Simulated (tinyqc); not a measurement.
From results back to parameters: thin-film optics by transfer matrices. Three cases, with inputs chosen for the exercise.

Problem. A bare substrate in air: with rho = tan(Psi) exp(i Delta), Delta = 180 degrees at small angles on a dielectric, conj(eps) = sin^2(theta) [1 + tan^2(theta) ((1 - rho)/(1 + rho))^2], and n + i k = sqrt(eps).

Find: rho; eps; n; k.

Method. Form rho, insert it, conjugate, and take the root with k >= 0.

Case 1.

Values chosen (out of a larger set: indices near those of resist, ARC on polySi; not measured data): lam = 248 nm (vacuum wavelength); theta_e = 65 degrees (angle of the ellipsometer).

Psi = 31.7512 degrees
Delta = 121.8083 degrees

Solution.

rho = -0.3262+0.5259i
eps = -4.31+9.19i
n = 1.708
k = 2.689

Case 2.

Values chosen (out of a larger set: indices near those of polySi, SiO2 on polySi; not measured data): lam = 633 nm (vacuum wavelength); theta_e = 75 degrees (angle of the ellipsometer).

Psi = 2.0404 degrees
Delta = 171.8410 degrees

Solution.

rho = -0.0353+0.0051i
eps = 15.89+0.30i
n = 3.987
k = 0.038

Case 3.

Values chosen (out of a larger set: indices near those of Si3N4, SiO2 on Cu; not measured data): lam = 248 nm (vacuum wavelength); theta_e = 70 degrees (angle of the ellipsometer).

Psi = 27.8671 degrees
Delta = 85.7521 degrees

Solution.

rho = 0.0392+0.5273i
eps = -1.26+5.49i
n = 1.479
k = 1.857

Computed by tinyqc, one run a case: `OMP_NUM_THREADS=1 python tinyqc.py N N+1 out.jsonl` with N = 1651555, 1651583, 1651584; one thread of a shared Intel(R) Xeon(R) Processor @ 2.30GHz, about 0.01 s a run at most.
